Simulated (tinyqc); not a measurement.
Which mechanism rules? Model: leakage currents through a thin dielectric. Computed by tinyqc, a small Python program. Command: `OMP_NUM_THREADS=1 python tinyqc.py 3010065 3010066 out.jsonl leak walk`. One thread of a shared host (Intel(R) Xeon(R) Processor @ 2.30GHz), about 0.01 s of CPU time with the checks.

Electrons leave an electrode with Fermi energy E_F above its band bottom; barriers are counted from the Fermi level, and both electrodes are alike.

Inputs (values chosen for the exercise, modelled on TiO2):
```
quantity                           value  unit
barrier height phi_B               0.556    eV
tunnelling mass m                   0.53   m_0
optical permittivity k_o            5.76     -
trap depth phi_t                    0.53    eV
Poole-Frenkel prefactor sigma_0  1.6e-05  S/cm
thickness t                          4.6    nm
electrode Fermi energy E_F           4.4    eV
electrode mass m_e                   0.5   m_0
voltage V                              1     V
temperature T                        200     K
```

Stack: single layer.

Constants: e = 1.602176634e-19 C; eps_0 = 8.8541878128e-12 F/m; k_B = 8.617333262e-05 eV/K; m_0 = 9.1093837015e-31 kg; k_B = 1.380649e-23 J/K; h = 6.62607015e-34 J s; hbar = 1.054571817e-34 J s.

Method:
- Field F = V/t; equivalent oxide thickness 3.9 t/k.
- WKB: a layer of mass m, field F and barrier b(x) = b_0 - e F x gives the exponent (4 sqrt(2 m)/(3 hbar e F)) [b_0^(3/2) - max(b_0 - e F t, 0)^(3/2)] for b_0 > 0; b_0 = barrier - (E - E_F); the transmission is D(E) = exp(-sum of exponents), without image force.
- Tsu-Esaki: J = (e m_e k_B T/(2 pi^2 hbar^3)) int D(E) ln[(1 + exp((E_F - E)/k_B T))/(1 + exp((E_F - eV - E)/k_B T))] dE over the normal energy E (its change with the mass at an interface is neglected) from max(0, E_F - 3 eV) to E_F + largest barrier, by 100 Gauss-Legendre points in each part, split at E_F - 0.3 eV (if inside the range) and E_F + 8 k_B T.
- Schottky emission J = A T^2 exp(-(phi_B - sqrt(e^3 F/(4 pi k_o eps_0)))/k_B T), A = 4 pi e m k_B^2/h^3 with the tunnelling mass; Poole-Frenkel J = sigma_0 F exp(-(phi_t - sqrt(e^3 F/(pi k_o eps_0)))/k_B T); both use the field F of the dielectric.

Current densities (A/cm^2):
```
V (V)  F (MV/cm)  tunnelling    Schottky  Poole-Frenkel
0.20      0.4348  1.7291e-03  1.0536e-05     5.5112e-08
0.35      0.7609  1.3396e-02  7.4290e-05     4.7947e-06
0.50      1.0870  1.8136e-01  3.5434e-04     1.5583e-04
0.70      1.5217  1.6070e+01  2.0440e-03     7.2591e-03
0.85      1.8478  1.9598e+02  6.4794e-03     8.8576e-02
1.00      2.1739  1.2359e+03  1.8621e-02     8.6069e-01
1.20      2.6087  7.6122e+03  6.7717e-02     1.3659e+01
```

The largest current is tunnelling from 0.200 to 1.20 V. Over the table tunnelling grows by 6.6 decades, Schottky by 3.8 and Poole-Frenkel by 8.4. A plot of ln(J/F) against sqrt(F) for the Poole-Frenkel column has the slope 18.35 per sqrt(MV/cm), from which k_o follows; reading it as Schottky emission would give about k_o/4.

Extremes, crossings and ranges named in words are read from the listed rows.
